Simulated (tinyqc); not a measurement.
# Ellipsometry and reflectance of a transparent film on an absorbing substrate: psi and Delta against the film thickness

Air (index 1), film, substrate with N2 = n2 - i k2; time factor exp(+i w t). q_j = sqrt(N_j^2 - sin^2 th), root with positive real part. Fresnel coefficients r_s = (q_a - q_b)/(q_a + q_b), r_p = (N_b^2 q_a - N_a^2 q_b)/(N_b^2 q_a + N_a^2 q_b). tan(Psi) exp(i Delta) = R_p/R_s, Delta taken from 0 to 360 degrees.

beta = 2 pi d q1/lam, X = exp(-2 i beta), R = (r01 + r12 X)/(1 + r01 r12 X) for p and s. The last column is the derivative of Delta.

Values chosen for this exercise; indices close to those of silicon dioxide on silicon:
- lam = 800 nm (wavelength)
- th = 70 degrees (angle of incidence)
- n1 = 1.446 (index of the transparent film)
- n2 = 3.692 (index of the substrate)
- k2 = 0.0065 (extinction coefficient of the substrate)

Results:
```
d (nm),Psi (degrees),Delta (degrees),|R_p|^2,|R_s|^2,dDelta/dd (degrees/nm)
0,9.129,179.7,0.01758,0.6809,-2.482
40,15.95,111.0,0.05340,0.6538,-0.9400
120,37.50,78.78,0.2098,0.3563,-0.03558
160,62.28,84.28,0.2539,0.07011,0.3182
200,66.34,274.4,0.2559,0.04914,0.3630
240,38.93,281.2,0.2155,0.3303,-0.003713
280,26.98,274.5,0.1412,0.5449,-0.3354
320,16.88,252.3,0.05969,0.6481,-0.8538
360,9.220,189.4,0.01793,0.6807,-2.438
```

Estimate the missing row, d = 80 nm.

Computed row:
```
d (nm),Psi (degrees),Delta (degrees),|R_p|^2,|R_s|^2,dDelta/dd (degrees/nm)
80,26.03,86.80,0.1333,0.5588,-0.3687
```

With this row back in the table: Psi goes from 9.13 through a maximum of 66.3 (at d = 200 nm among the rows listed) to 9.22 degrees. The period is 364.0 nm, after which Psi and Delta return to the values of the bare substrate, so one angle and wavelength fix d only up to a multiple of it. The size of the slope of Delta runs from 0.00371 to 2.48 degrees/nm among the rows; Delta is counted modulo 360 degrees, and sharper features can lie between the rows.

Program tinyqc, `OMP_NUM_THREADS=1 python tinyqc.py 2870187 2870188 out.jsonl`; Intel Xeon 2.30GHz, shared host, one thread, about 0.01 s.
